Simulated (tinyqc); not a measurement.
Inside a calculation. Model: leakage through a gate insulator: direct, Fowler-Nordheim, trap-assisted and Poole-Frenkel currents. Computed by tinyqc, a small Python program that keeps every step. Command: `OMP_NUM_THREADS=1 python tinyqc.py 3020809 3020810 out.jsonl oxideleak walk`. One thread of a shared host (Intel(R) Xeon(R) Processor @ 2.30GHz), about 0.01 s of CPU time with the checks. Intermediate numbers are printed to about 7 digits and carried at full precision; extremes and crossings named in words are read from the listed rows.

Electrons enter from the cathode Fermi level at x = 0; the conduction band of the insulator lies phi_b - e F x above it, F = V/t. WKB exponents use a parabolic band with mass m.

Inputs (values chosen for the exercise, with an insulator like Si3N4):
```
quantity                          value   unit
thickness t                         3.9     nm
barrier phi_b                      2.16     eV
tunnelling mass m                  0.39    m_0
static constant eps_ox             7.37      -
optical constant eps_opt           4.11      -
voltage across the insulator V      1.7      V
trap depth phi_t                    1.7     eV
trap density N_t                5.3e+18  cm^-3
attempt rate nu_0                 3e+13    1/s
activation of capture E_a          0.25     eV
temperature T                       250      K
```

Constants: hbar^2/(2 m_0) = 3.80998212 eV angstrom^2; e = 1.602176634e-19 C; hbar = 1.054571817e-34 J s; k_B = 8.617333262e-05 eV/K; eps_0 = 8.8541878128e-12 F/m.

## Field and tunnelling without traps

For a level a distance phi(x) below the band, the WKB exponent is 2 int kappa dx with kappa = sqrt(m phi/(hbar^2/2m_0)); for a linear barrier from phi_1 down to phi_2 = max(phi_1 - e F d, 0) it is G = (4/3) sqrt(m/(hbar^2/2m_0)) (phi_1^(3/2) - phi_2^(3/2))/(e F). J_tun = e^3 F^2/(16 pi^2 hbar m phi_b) x exp(-G) / [1 - sqrt(phi_2/phi_b)]^2 with the free-electron mass in the cathode (m in m_0), phi_2 = max(phi_b - e V, 0): direct tunnelling for e V < phi_b, Fowler-Nordheim above. Image forces, back-flow and the limit on supply are left out, so J_tun is overstated below about 0.5 V. Equivalent oxide thickness = 3.9 t/eps_ox.

field F = 4.358974 MV/cm

equivalent oxide thickness = 2.063772 nm

WKB exponent G = 28.01422

tunnelling current J_tun = 8.172368e-05 A/cm^2

The barrier is a trapezoid: direct tunnelling.

## One trap at several depths

A trap at depth x lies phi_t below the band. Capture: tunnel at the cathode Fermi level from 0 to x (G_in from phi_1 = phi_b), rate nu_0 exp(-G_in - E_c/k_B T) with E_c = E_a + max(phi_b - phi_t - e F x, 0), the last term being the height of the trap above the cathode Fermi level. Emission: tunnel from the trap level to the anode (G_out from phi_1 = phi_t over t - x), rate nu_0 exp(-G_out - E_a/k_B T). Re-emission to the cathode follows from detailed balance, rate_back = rate_in exp(dE/k_B T) with dE = phi_b - phi_t - e F x. Each trap passes R = rate_in rate_out/(rate_in + rate_back + rate_out) electrons per second; filling from the anode is left out. Depths: t times 0.08, 0.2, 0.32, 0.44, 0.56, 0.68, 0.8 and 0.92, rounded to 0.01 nm.

Rates:
```
x (nm)      G_in     G_out   E_c (eV)  rate in (1/s)  rate back (1/s)  rate out (1/s)       R (1/s)
0.31     2.86926  21.20583  0.5748718   4.386444e+00     1.553244e+07    1.689536e-01  4.771339e-08
0.78     7.03866  19.75177  0.3700000   9.149561e+02     2.401562e+05    7.232035e-01  2.744822e-03
1.25    10.97951  17.75585  0.2500000   4.666605e+03     9.079480e+01    5.322025e+00  5.214621e+00
1.72    14.67772  15.33872  0.2500000   1.155823e+02     1.666931e-04    5.967872e+01  3.935728e+01
2.18    18.04584  12.62656  0.2500000   3.982293e+00     5.211934e-10    8.988693e+02  3.964727e+00
2.65    21.20941   9.54211  0.2500000   1.683493e-01     1.633215e-15    1.964519e+04  1.683479e-01
3.12    24.06485   6.17045  0.2500000   9.685217e-03     6.964788e-21    5.722010e+05  9.685217e-03
3.59    26.57442   2.53425  0.2500000   7.874416e-04     4.197428e-26    2.171361e+07  7.874416e-04
```

The most effective of these traps sits at 1.72 nm, 44 % of the way; where rate back exceeds rate out, re-emission drains the trap, and elsewhere the slower forward step limits R; the best depth is near where rate in and rate out cross.

## Trap-assisted current

J_TAT = e N_t int_0^t R dx by the midpoint rule on 400 intervals; the most effective depth is the midpoint with the largest R, rounded to 0.01 nm.

trap-assisted current J_TAT = 1.689363e-06 A/cm^2

most effective depth = 1.75 nm

## Poole-Frenkel bound

Poole-Frenkel emission over the lowered barrier of a charged trap: lowering sqrt(e F/(pi eps_opt eps_0)); J_PF = e N_t^(2/3) nu_0 exp(-(phi_t - lowering)/k_B T), one sheet of traps emitting with supply unlimited (an upper bound).

barrier lowering = 0.7815867 eV

Poole-Frenkel bound J_PF = 4.469761e-12 A/cm^2

Caution: the film is too thin for the Poole-Frenkel picture (the lowering is a large part of the whole drop, or the traps are further apart than the film is thick), so J_PF is only nominal.

## Total without and with traps

J = J_tun + J_TAT (the Poole-Frenkel bound is not added); the ratio J/J_tun is the excess that stress-made traps add.

total current J = 8.341304e-05 A/cm^2

J/J_tun = 1.020672

## Against voltage

The formulas are those given above.

Currents:
```
V (V)  F (MV/cm)  J_tun (A/cm^2)  J_TAT (A/cm^2)  best depth (nm)
0.47     1.20513    1.869919e-07    6.157224e-12             1.91
0.95     2.43590    1.633919e-06    2.050385e-07             1.90
1.42     3.64103    1.720109e-05    1.012263e-06             1.77
1.90     4.87179    2.753374e-04    2.487341e-06             1.73
2.38     6.10256    1.570293e-02    8.372867e-06             1.65
2.86     7.33333    9.397950e-01    5.965605e-05             0.83
3.33     8.53846    1.726387e+01    3.189593e-04             0.71
3.81     9.76923    1.666797e+02    1.155291e-03             0.61
4.29    11.00000    9.966463e+02    3.153370e-03             0.53
```

Tunnelling without traps rules in every row. Over the range J_tun grows by 9.7 decades and J_TAT by 8.7. The best depth moves towards the cathode as the field rises. The highest rows may lie beyond breakdown. Below about 0.5 V the formula for J_tun, which has no back-flow, overstates the current.

## Against thickness at fixed field

The formulas are those given above.

Currents:
```
t (nm)     V (V)  J_tun (A/cm^2)  J_TAT (A/cm^2)
1.2     0.523077    5.317696e+04    3.315851e-04
1.6     0.697436    1.174360e+03    3.918144e-04
2.2     0.958974    6.794610e+00    2.450547e-04
3.0     1.307692    1.787836e-02    2.873253e-05
4.0     1.743590    4.931676e-05    1.249191e-06
5.5     2.397436    1.118780e-06    2.944489e-08
7.5     3.269231    1.118780e-06    1.482774e-08
10.0    4.358974    1.118780e-06    1.482960e-08
```

Between the first rows J_tun falls by 4.14 decades per nm. From t = phi_b/(e F) = 4.96 nm it stops changing, since a triangular barrier does not feel the thickness. J_TAT stays below J_tun at all these thicknesses.

Checks made by the program: the WKB exponent by quadrature (relative difference below 1e-10); the integral with twice the points (relative difference below 1e-10).
